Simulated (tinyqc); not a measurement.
From results back to parameters: static screening by free carriers. Three cases, with inputs chosen for the exercise.

Problem. At zero temperature the gas shows Friedel oscillations of period pi/kF and a Thomas-Fermi length 1/qTF; n and m are hidden.

kF = (3 pi^2 n/Mv)^(1/3), EF = c kF^2/m with c = hbar^2/2m0, n in 1/angstrom^3 (1e-24 per 1/cm^3), e2 = e^2/(4 pi eps0). Thomas-Fermi: qTF^2 = 6 pi e2 n/(eps EF). Debye: qD^2 = 4 pi e2 n/(eps kB T).

Constants: hbar^2/2m0 = 3.80998211 eV angstrom^2; e^2/(4 pi eps0) = 14.39964547 eV angstrom.

Case 1.

Values chosen (out of a larger set: a free-electron density near that of Au; not measured data): Mv = 1 (valleys); eps = 1 (background dielectric constant).

period = 2.63405 angstrom
1/qTF = 0.590314 angstrom

Case 2.

Values chosen (out of a larger set: near those of SiC; not measured data): Mv = 3 (valleys); eps = 9.63 (background dielectric constant).

period = 172.692 angstrom
1/qTF = 13.7677 angstrom

Case 3.

Values chosen (out of a larger set: a free-electron density near that of Ag; not measured data): Mv = 1 (valleys); eps = 1 (background dielectric constant).

period = 2.59682 angstrom
1/qTF = 0.586127 angstrom

Find: kF; n; m.

Solution. kF = pi/period and n = Mv kF^3/(3 pi^2); qTF^2 = 2 e2 Mv m kF/(pi eps c) then gives m.

Case 1.

kF = 1.193 1/angstrom
n = 5.73e+22 1/cm^3
m = 1.000 m0

Case 2.

kF = 0.01819 1/angstrom
n = 6.10e+17 1/cm^3
m = 0.387 m0

Case 3.

kF = 1.210 1/angstrom
n = 5.98e+22 1/cm^3
m = 1.000 m0

Computed by tinyqc, one run a case: `OMP_NUM_THREADS=1 python tinyqc.py N N+1 out.jsonl` with N = 1651159, 1651161, 1651219; one thread of a shared Intel(R) Xeon(R) Processor @ 2.30GHz, about 0.01 s a run at most.
